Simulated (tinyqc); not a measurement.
Inside a calculation. Model: crystal pulling from the melt: segregation, interface stability, heat balance and point-defect regime. Computed by tinyqc, a small Python program that keeps every step. Command: `OMP_NUM_THREADS=1 python tinyqc.py 3015045 3015046 out.jsonl pull walk`. One thread of a shared host (Intel(R) Xeon(R) Processor @ 2.30GHz), about 0.01 s of CPU time with the checks. Intermediate numbers are printed to about 6 digits and carried at full precision; extremes and crossings named in words are read from the listed rows.

A dilute solute; steady pulling with a flat interface unless it is found unstable.

Inputs (values chosen for the exercise, for a model semiconductor):

| quantity | value | unit |
|---|---|---|
| equilibrium coefficient k0 | 0.24 | - |
| initial melt concentration C0 | 8.3e+16 | 1/cm^3 |
| diffusivity in the melt D | 0.00026 | cm^2/s |
| kinematic viscosity nu | 0.0031 | cm^2/s |
| crystal rotation | 30 | rpm |
| pull rate V | 1.7 | mm/min |
| gradient in the melt G_L | 13 | K/cm |
| solid conductivity k_S | 24.1 | W/(m K) |
| melt conductivity k_L | 63.4 | W/(m K) |
| latent heat per volume L | 4110 | J/cm^3 |
| melting point T_m | 1685 | K |
| interface energy gamma | 0.43 | J/m^2 |
| frozen fraction g | 0.23 | - |
| critical ratio xi_c | 0.13 | mm^2/(min K) |

Loss from the melt surface: none.

Constants: k_B = 1.380649e-23 J/K.

## Boundary layer and effective coefficient

delta = 1.61 D^(1/3) nu^(1/6) omega^(-1/2), omega = 2 pi rpm/60; k_eff = k0/[k0 + (1 - k0) exp(-V delta/D)] (Burton, Prim and Slichter); the melt at the interface is enriched by k_eff/k0.

boundary layer delta = 221.379 micrometre

V delta/D = 0.241246

k_eff = 0.286707

enrichment at the interface = 1.19461

k_eff has moved 6.1 % of the way from k0 to 1. A 10 % ripple of V gives striations of 1.72 % in C_s, since d ln k_eff/d ln V = (1 - k_eff) V delta/D.

## Concentration at the frozen fraction g

Axial profile: C_s = k_eff C0 (1 - g)^(k_eff - 1); bulk melt C_L = C_s/k_eff. Usable fraction: the g at which C_s has changed by 30 % from its first value (0.99 at most).

C_s = 2.86735e+16 1/cm^3

C_L = 1.00010e+17 1/cm^3

usable fraction = 0.307759

C_s rises along the crystal.

## Heat balance and the ratio V/G

k_S G_S = k_L G_L + L V; the largest rate for this G_S, with G_L = 0, is k_S G_S/L. Voronkov: the crystal grows vacancy-rich if V/G_S > xi_c and interstitial-rich if below; at fixed G_L the neutral rate solves V = xi_c G_S(V).

gradient in the solid G_S = 82.5187 K/cm

largest rate = 2.90321 mm/min

V/G_S = 0.206014 mm^2/(min K)

neutral pull rate = 0.705140 mm/min

V/G_S is 1.58 xi_c: vacancies survive and can cluster into voids. Latent heat makes up 59 % of the flux.

## Constitutional supercooling

Liquidus slope per concentration (van 't Hoff): |m| = k_B T_m^2 (1 - k0)/L. Solute gradient at the interface: G_C = (V/D) C_s (1 - k0)/k0. Constitutional supercooling sets in when |m| G_C > G_L. Critical C_s from the equality.

|m| = 7.24861e-21 K cm^3

|m| G_C = 0.00717237 K/cm

critical C_s = 5.19711e+19 1/cm^3

ratio |m| G_C/G_L = 5.51721e-04

The interface is stable by this test, with a margin of 1800.

## Morphological stability

Liquidus slope per concentration (van 't Hoff): |m| = k_B T_m^2 (1 - k0)/L. Solute gradient at the interface: G_C = (V/D) C_s (1 - k0)/k0. Constitutional supercooling sets in when |m| G_C > G_L. Mullins-Sekerka for a thick solute layer: a ripple of wave number w grows if S(w) = -Gam w^2 - G* + |m| G_C (w* - V/D)/(w* - (1 - k0) V/D) > 0, Gam = gamma T_m/L, G* = (k_S G_S + k_L G_L)/(k_S + k_L), w* = V/(2D) + sqrt((V/(2D))^2 + w^2). The critical C_s is that at which the maximum of S over w is zero.

critical C_s, Mullins-Sekerka = 1.32420e+20 1/cm^3

wavelength at onset = 459.545 micrometre

ratio to the constitutional value = 2.54796

The full theory allows 2.55 times more solute: the weighted gradient G* replaces G_L, and capillarity and lateral diffusion help. At g the interface is stable. Caution: the onset wavelength exceeds the stirred boundary layer, so flow cuts off the solute field assumed in this theory.

## Along the crystal

Axial profile: C_s = k_eff C0 (1 - g)^(k_eff - 1); bulk melt C_L = C_s/k_eff.

Axial profile:

| g | C_s (1/cm^3) | C_s/C_s(0) | the same for k0, no loss | C_s over constitutional limit | C_s over Mullins-Sekerka limit |
|---|---|---|---|---|---|
| 0.00 | 2.37966e+16 | 1.0000 | 1.0000 | 0.00045788 | 0.00017971 |
| 0.20 | 2.79024e+16 | 1.1725 | 1.1848 | 0.00053688 | 0.00021071 |
| 0.40 | 3.42578e+16 | 1.4396 | 1.4744 | 0.00065917 | 0.00025870 |
| 0.60 | 4.57471e+16 | 1.9224 | 2.0065 | 0.00088024 | 0.00034547 |
| 0.75 | 6.39678e+16 | 2.6881 | 2.8679 | 0.00123083 | 0.00048307 |
| 0.85 | 9.20883e+16 | 3.8698 | 4.2283 | 0.00177191 | 0.00069542 |
| 0.92 | 1.44190e+17 | 6.0592 | 6.8179 | 0.00277442 | 0.00108888 |
| 0.97 | 2.90252e+17 | 12.1972 | 14.3677 | 0.00558487 | 0.00219190 |

C_s changes by a factor 12.2 up to g = 0.97, against 14.4 for k0 without loss. Neither limit is reached.

Checks made by the program: the striation formula against a difference (relative difference below 1e-10).
